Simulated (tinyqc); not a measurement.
# Off-state leakage of single and stacked transistors: two studies

n-channel devices of unit width. Subthreshold current I(Vg, Vs, Vd) = I0 (T/300 K)^0.5 exp[(Vg - Vs - VT(T) - gb (Vs - Vb) + dd (Vd - Vs))/(nf Vt)] (1 - exp(-(Vd - Vs)/Vt)), VT(T) = VT - cT (T - 300 K). Gate-edge tunnelling Ig (Vd/1 V) exp(ag (Vd - 1 V)), for a gate at 0 V, and band-to-band leakage Ab u exp(-Bb/u), u = Vd - Vb + 1 V, flow at a drain held at V; both are taken as independent of T. In a stack of off transistors (all gates at 0 V) the same subthreshold current passes through each.

Values chosen for this exercise; values of the order met in bulk silicon logic transistors:
- T = 358 K (temperature)
- V = 0.9 V (supply voltage)
- VT = 0.44 V (threshold at 300 K, zero drain and body bias)
- cT = 0.9 mV/K (fall of the threshold with temperature)
- I0 = 0.14 uA/um (current at threshold at 300 K)
- nf = 1.3 (slope factor)
- dd = 0.14 (drain-induced lowering per volt)
- gb = 0.15 (rise of the threshold per volt of source-body bias)
- Ig = 1e-6 uA/um (gate-edge tunnelling current at 1 V)
- ag = 3.1 1/V (exponential slope of the gate current)
- Ab = 100 uA/(um V) (prefactor of band-to-band leakage at the drain)
- Bb = 27 V (its exponential voltage)
- Vb = 0 V (body voltage)

Constants: q = 1.602176634e-19 C, kB = 1.380649e-23 J/K, Vt = kB T/q. Results are converted to the units shown.

Each table varies one quantity; the others keep the values above.

## Subthreshold current against the height of the stack

All n gates at 0 V, bottom source at 0 V, top drain at V; node voltages follow from equal currents.

Subthreshold current against the height of the stack:
```
n	I (nA/um)	reduction factor	drain voltage of the bottom device (mV)	source voltage of the top device (mV)	voltage across the top device (V)
1	0.22361	1.0000	900.00	0	0.90000
2	0.012492	17.901	89.687	89.687	0.81031
3	0.0059380	37.658	25.487	112.81	0.78719
4	0.0038722	57.749	14.779	126.10	0.77390
5	0.0028682	77.963	10.404	135.43	0.76457
6	0.0022762	98.241	8.0262	142.62	0.75738
```

What does the table show?

The second transistor cuts the current by a factor of 17.9, the third by a further 2.10 and the sixth by 1.26. The top device keeps 84.2 % of the supply at n = 6, while the drain voltage of the bottom one falls to 0.260 Vt.

## Leakage components against the body voltage

Same model as above.

One transistor with Vg = Vs = 0, Vd = V; stack factor I(one)/I(two in series).

The same in every row: gate edge (nA/um) = 6.6010e-4; stack factor = 17.901.

Leakage components against the body voltage:
```
Vb (V)	subthreshold (nA/um)	band-to-band (nA/um)	total (nA/um)	largest part
0.2	0.47246	0.021519	0.49464	subthreshold
0	0.22361	0.12800	0.35227	subthreshold
-0.2	0.10584	0.54756	0.65406	band-to-band
-0.4	0.050091	1.8344	1.8851	band-to-band
-0.6	0.023708	5.0999	5.1242	band-to-band
-0.8	0.011221	12.258	12.270	band-to-band
-1	0.0053108	26.240	26.246	band-to-band
-1.2	0.0025136	51.144	51.147	band-to-band
-1.4	0.0011897	92.299	92.301	band-to-band
```

What does the comparison show?

As Vb goes from 0.2 to -1.4, the total leakage goes from 0.495 through a minimum of 0.352 (at Vb = 0 among the rows listed) to 92.3 nA/um. The subthreshold part leads at Vb = 0.2, the band-to-band part from -0.2 on. The exact minimum lies at Vb = 0.0188 V: reverse body bias lowers the subthreshold part by a decade every nf Vt ln 10/gb = 0.616 V but raises the band-to-band part. The reduction by a stack of two stays at 17.9, for the subthreshold part alone. For Vb = 0.2 the body is forward biased; the junction current, left out, is still small at this voltage.

Numbers from tinyqc (`OMP_NUM_THREADS=1 python tinyqc.py 2242075 2242076 out.jsonl`; about 0.03 s on one thread of a shared Intel Xeon 2.30GHz).
